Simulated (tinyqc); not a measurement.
What moves the results: standing waves and exposure in a photoresist film. A value that a table varies takes the place of the one given here.

Normal incidence from air. Unexposed resist: N1 = n1 + i k1 with k1 = (A + B) lam/(4 pi), lam in micrometres. r01 = (1 - N1)/(1 + N1), t01 = 2/(1 + N1). Below the resist lie the layer Na = na + i ka and the substrate Ns = ns + i ks: r12 = (r1a + ras x)/(1 + r1a ras x), x = exp(4 pi i Na da/lam), r1a = (N1 - Na)/(N1 + Na), ras = (Na - Ns)/(Na + Ns). With p = exp(2 pi i N1 d/lam), the field at depth z is E(z) = t01 [exp(2 pi i N1 z/lam) + r12 p^2 exp(-2 pi i N1 z/lam)]/(1 + r01 r12 p^2), the relative intensity I(z) = n1 |E(z)|^2 and the reflectance R = |(r01 + r12 p^2)/(1 + r01 r12 p^2)|^2.

Inputs chosen for the exercise (a resist on Cu, indices near tabulated ones; not measured data):
- lam = 365 nm (vacuum wavelength)
- n1 = 1.671 (resist index)
- A = 0.45 1/micrometre (bleachable absorption (Dill A))
- B = 0.07 1/micrometre (fixed absorption (Dill B))
- d = 1041 nm (resist thickness)
- ns = 1.293 (substrate n)
- ks = 1.953 (substrate k)
- na = 1.76 (n of the bottom antireflection layer)
- ka = 0.269 (its k)
- da = 28 nm (its thickness)

## Swing of the coupled dose with resist thickness

The mean of I is taken over 800 depths; the relative dose to clear is taken as 1/(mean of I over the lowest period, 60 depths), scaled to 1 in the first row.

Swing:
```
d (nm)       R  mean I  relative dose
1041.0  0.1878  0.7073          1.000
1059.2  0.1657  0.7193          0.980
1077.4  0.0792  0.7886          0.896
1095.6  0.0062  0.8488          0.841
1113.8  0.0352  0.8223          0.879
1132.0  0.1252  0.7419          0.980
1150.2  0.1795  0.6900          1.053
1168.4  0.1584  0.7013          1.033
1186.6  0.0762  0.7649          0.950
1204.8  0.0073  0.8194          0.896
1223.0  0.0346  0.7949          0.934
1241.2  0.1199  0.7211          1.035
1259.4  0.1718  0.6733          1.109
```

The period is 109.2 nm, six rows. The relative dose swings between 0.841 and 1.109, a ratio (max - min)/mean of 0.276, against the estimate 4 sqrt(|r01|^2 |r12|^2) exp(-(A + B) d) = 0.209 for the oscillating part alone; the ratio from the table also holds the slow rise from absorption, 10.9 % over two periods, so the two are not strictly comparable. The dose is least sensitive to thickness at an extremum; the lowest dose listed is at 1095.6 nm.

## Tuning the antireflection layer

da takes the values listed; the contrast is (Imax - Imin)/(Imax + Imin) over the lowest period of the resist (60 depths).

Results:
```
da (nm)  |r12|^2  contrast
0         0.3080     0.826
10        0.2520     0.780
20        0.1814     0.699
30        0.1155     0.592
40        0.0684     0.485
50        0.0442     0.404
60        0.0397     0.388
75        0.0541     0.447
90        0.0690     0.463
110       0.0590     0.434
140       0.0096     0.192
```

|r12|^2 starts at 0.3080 and is lowest, 0.0096, at 140 nm of those listed, where the contrast is 0.192 against 0.826. The contrast follows 2|r|/(1 + |r|^2), so even |r12|^2 = 0.01 leaves about 0.2. Values below 0.01 occur at 140 nm.

## What moves the exposure

The mean of I is over 800 depths. Each row changes one parameter from the base and keeps the others.

Results:
```
case                   |r12|^2       R  mean I  I at the bottom
base                    0.1275  0.1878  0.7073           0.8767
d = 1051 nm             0.1275  0.1857  0.7051           0.8759
n1 = 1.688              0.1304  0.1907  0.7047           0.8826
B = 0.27 1/micrometre   0.1269  0.1599  0.6473           0.7247
ks = 1.758              0.1035  0.1740  0.7033           0.8476
da = 38 nm              0.0759  0.1522  0.6997           0.8195
ka = 0.35               0.1027  0.1704  0.7071           0.8268
```

The largest shifts from the base row, up to three for each result and ties (the steps differ in size, so this ranks the rows, not the parameters). |r12|^2: da -0.0515, ka -0.0248, ks -0.0240; unchanged at the printed digits by d. R: da -0.0356, B -0.0279, ka -0.0175. mean I: B -0.0599, da -0.0075, ks -0.0040. I at the bottom: B -0.1520, da -0.0572, ka -0.0499.

Computed by tinyqc, a small Python program: `OMP_NUM_THREADS=1 python tinyqc.py 1680857 1680858 out.jsonl` (the numbers bound the seed that draws the inputs); one thread of a shared host (Intel(R) Xeon(R) Processor @ 2.30GHz), about 0.01 s for the whole set of steps.
